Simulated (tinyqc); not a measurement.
Worked calculation: global model of a low-pressure process discharge: electron temperature, density, ion flux and ion energy. Computed by tinyqc, a small Python program that keeps every step. Command: `OMP_NUM_THREADS=1 python tinyqc.py 3111509 3111510 out.jsonl plasma walk`. One thread of a shared host (Intel(R) Xeon(R) Processor @ 2.30GHz), about 0.01 s of CPU time with the checks. Intermediate numbers are printed to about 5 digits and carried at full precision; extremes and crossings named in words are read from the listed rows.

Maxwellian electrons with temperature T_e in eV, one positive ion, no negative ions, uniform bulk density n; rate constants have the Arrhenius form.

Inputs (values chosen for the exercise, of the order of those of an inductive discharge in a simple atomic gas):
```
quantity                          value   unit
ion mass M                           32      u
ionisation prefactor K0           3e-14  m^3/s
ionisation energy E_iz             12.1     eV
excitation prefactor X0         1.1e-14  m^3/s
excitation energy E_ex              8.8     eV
elastic rate constant K_el        8e-14  m^3/s
ion-neutral cross section       1.2e-18    m^2
pressure p                          2.4     Pa
gas temperature T_g                 600      K
radius R                              9     cm
height L                             18     cm
absorbed power P                    220      W
bias power P_b                       20      W
radius of the biased electrode        5     cm
bias frequency                    13.56    MHz
mixing                              0.4      -
```

Constants: k_B = 1.380649e-23 J/K; e = 1.602176634e-19 C; u = 1.6605390666e-27 kg; m_0 = 9.1093837015e-31 kg; eps_0 = 8.8541878128e-12 F/m.

## Geometry factors

n_g = p/(k_B T_g); lambda_i = 1/(n_g sigma); h_L = 0.86/sqrt(3 + L/(2 lambda_i)), h_R = 0.8/sqrt(4 + R/lambda_i); A_eff = 2 pi R^2 h_L + 2 pi R L h_R; d_eff = pi R^2 L/A_eff.

gas density n_g = 2.8972e+20 1/m^3

ion mean free path = 0.28764 cm

h_L = 0.14686

h_R = 0.13467

A_eff = 211.82 cm^2

d_eff = 21.624 cm

## A fixed-point cycle for T_e

Particle balance: K0 exp(-E_iz/T_e) n_g d_eff = u_B, u_B = sqrt(e T_e/M). Cycle: T_out = T sqrt(loss/creation) with loss/creation = u_B/(K0 exp(-E_iz/T) n_g d_eff); T -> T + mixing (T_out - T), kept between 0.3 and 60 eV, from 3 eV; stop at |T_out - T| < 1e-9 eV or after 60 steps.

Course:
```
step  T (eV)  T_out (eV)  residual (eV)
0     3.0000      0.9017    -2.0983e+00
1     2.1607      1.3095    -8.5118e-01
2     1.8202      1.7843    -3.5847e-02
3     1.8058      1.8140     8.1882e-03
4     1.8091      1.8072    -1.9678e-03
5     1.8083      1.8088     4.6756e-04
6     1.8085      1.8084    -1.1140e-04
...      ...         ...            ...
9     1.8085      1.8085     1.5042e-06
10    1.8085      1.8085    -3.5821e-07
11    1.8085      1.8085     8.5302e-08
12    1.8085      1.8085    -2.0313e-08
13    1.8085      1.8085     4.8373e-09
14    1.8085      1.8085    -1.1519e-09
15    1.8085      1.8085     2.7432e-10
```

last residual = 2.7432e-10 eV

Converged in 16 steps.

## Electron temperature

Root found by bracketing.

T_e = 1.8085 eV

Bohm velocity u_B = 2335.1 m/s

K_iz = 3.7273e-17 m^3/s

## Energy per pair and density

E_c = E_iz + (X0 exp(-E_ex/T_e) E_ex + K_el (3 m_0/M) T_e)/K_iz; wall potential V_s = (T_e/2) ln(M/(2 pi m_0)); E_T = E_c + 2 T_e + T_e/2 + V_s; n = P/(e u_B A_eff E_T); ion current density J = e h_L n u_B; ionised share n/n_g.

collisional loss per pair E_c = 32.309 eV

wall potential V_s = 8.2612 V

E_T = 45.091 eV

plasma density n = 6.1566e+11 1/cm^3

ion current density J = 3.3828 mA/cm^2

ionised share = 0.0021250

Collisions take 72 % of the power and the walls the rest. T_e came from the particle balance alone; the power sets only n.

## Biased electrode

All bias power goes to ions: V_b = P_b/(J pi r^2). Debye length at the sheath edge lambda_D = sqrt(eps_0 T_e/(e h_L n)); Child-law sheath s = (sqrt2/3) lambda_D (2 V/T_e)^(3/4), V = V_b + V_s; ion transit time tau_i = 3 s sqrt(M/(2 e V)); collisions in the sheath s/lambda_i.

bias voltage V_b = 75.276 V

lambda_D = 33.247 micrometre

sheath width s = 0.46702 mm

ion transit time = 62.424 ns

transit time over bias period = 0.84646

s/lambda_i = 0.16237

## Pressure series at fixed power

n_g = p/(k_B T_g), lambda_i = 1/(n_g sigma), K_iz = K0 exp(-E_iz/T_e), h_L = 0.86/sqrt(3 + L/(2 lambda_i)), h_R = 0.8/sqrt(4 + R/lambda_i), A_eff = 2 pi R^2 h_L + 2 pi R L h_R and d_eff = pi R^2 L/A_eff follow p. E_c = E_iz + (X0 exp(-E_ex/T_e) E_ex + K_el (3 m_0/M) T_e)/K_iz; E_T = E_c + (5/2) T_e + (T_e/2) ln(M/(2 pi m_0)); n = P/(e u_B A_eff E_T); J = e h_L n u_B. Pressures without a root below 2 E_iz are left out.

Against pressure:
```
p (Pa)  T_e (eV)  E_c (eV)  E_T (eV)  n (1/cm^3)  J (mA/cm^2)
0.1       6.3554    17.529    62.449  8.8971e+10       2.5868
0.2       4.1283    19.287    48.466  1.6009e+11       3.2864
0.5       2.8265    22.498    42.476  2.8181e+11       3.6742
1.0       2.2693    25.978    42.017  4.0752e+11       3.6677
2.0       1.8889    30.770    44.121  5.6784e+11       3.4629
5.0       1.5427    40.038    50.942  8.2820e+11       2.9805
10.0      1.3543    50.408    59.981  1.0476e+12       2.5256
20.0      1.2070    65.517    74.048  1.2625e+12       2.0433
```

T_e falls from 6.36 to 1.21 eV, n changes by a factor 14.2 and J by 0.79; in J = P h_L/(A_eff E_T), E_T changes by a factor 1.19 and is least at 1 Pa, between wall losses at high T_e and excitation losses at low T_e.

Checks made by the program: cycle against bracketing (relative difference below 1e-10).
